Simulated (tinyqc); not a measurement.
# Which input was changed?

Model: donor in an ellipsoidal valley (Kohn-Luttinger variational method). Computed by tinyqc, a small Python program. Command: `OMP_NUM_THREADS=1 python tinyqc.py 3014766 3014767 out.jsonl kohnlutt which`. One thread of a shared host (Intel(R) Xeon(R) Processor @ 2.30GHz), about 0.4 s of CPU time with the checks.

H = -(d^2/dx^2 + d^2/dy^2) - gamma d^2/dz^2 - 2/r in units built on m_t, with gamma = m_t/m_l and z along the valley axis. One valley; no valley-orbit or central-cell term.

Inputs (values chosen for the exercise, for a model semiconductor): transverse mass m_t = 0.05 m_0; longitudinal mass m_l = 0.192 m_0; dielectric constant eps = 13.9.

Constants: Ry = 13.605693123 eV; a_0 = 0.529177210903 angstrom.

Method:
- Ry* = Ry m_t/eps^2, a* = a_0 eps/m_t, gamma = m_t/m_l.
- Trial function exp(-sqrt((x^2 + y^2)/a^2 + z^2/b^2)) with beta = b/a < 1: E = t/a^2 - u/a, t = (2 + gamma/beta^2)/3, u = 2 arcsin(sqrt(1 - beta^2))/sqrt(1 - beta^2); the best a is 2 t/u and E(beta) = -u^2/(4 t).
- Golden-section search on beta from 0.05 to 0.999, 60 steps.
- Gaussian basis: g = P exp(-al (x^2 + y^2) - be z^2) with P = 1 (s-like), z (2p0) or x (2p+-); al = 0.004 x 2.6^k, k = 0..11, and be/al = 1, gamma^(-1/2) or 1/gamma (36 functions); 1/r = (2/sqrt(pi)) int exp(-t^2 r^2) dt by 48 Gauss-Legendre points after t = sqrt(al_i + al_j) tan(theta); overlap eigenvalues below 1e-10 are dropped.

Question. One of these inputs alone was changed, within the range given: transverse mass m_t (0.025 to 0.1); longitudinal mass m_l (0.096 to 0.384); dielectric constant eps (6.95 to 27.8). Which one, and to what value?

Results:
```
run     2p0 binding energy (meV)  radius a of the 1s trial function (angstrom)  2p+- binding energy (meV)
before                  1.823736                                      114.1223                   1.098234
after                   1.657266                                      117.9060                   1.069426
```

Answer.

Each candidate set to reproduce 2p0 binding energy, and what it then gives:
```
candidate                    range searched  value needed  radius a of the 1s trial function (angstrom)  2p+- binding energy (meV)
transverse mass m_t (m_0)      0.025 to 0.1       0.04167                                        132.98                     0.9369
longitudinal mass m_l (m_0)  0.096 to 0.384        0.1580                                        117.91                     1.0694
dielectric constant eps        6.95 to 27.8         14.58                                        119.72                     0.9980
```

Only longitudinal mass m_l fits every result: it went from 0.192 to 0.158 m_0. The next best candidate, dielectric constant eps, misses one result by 6.7 %.
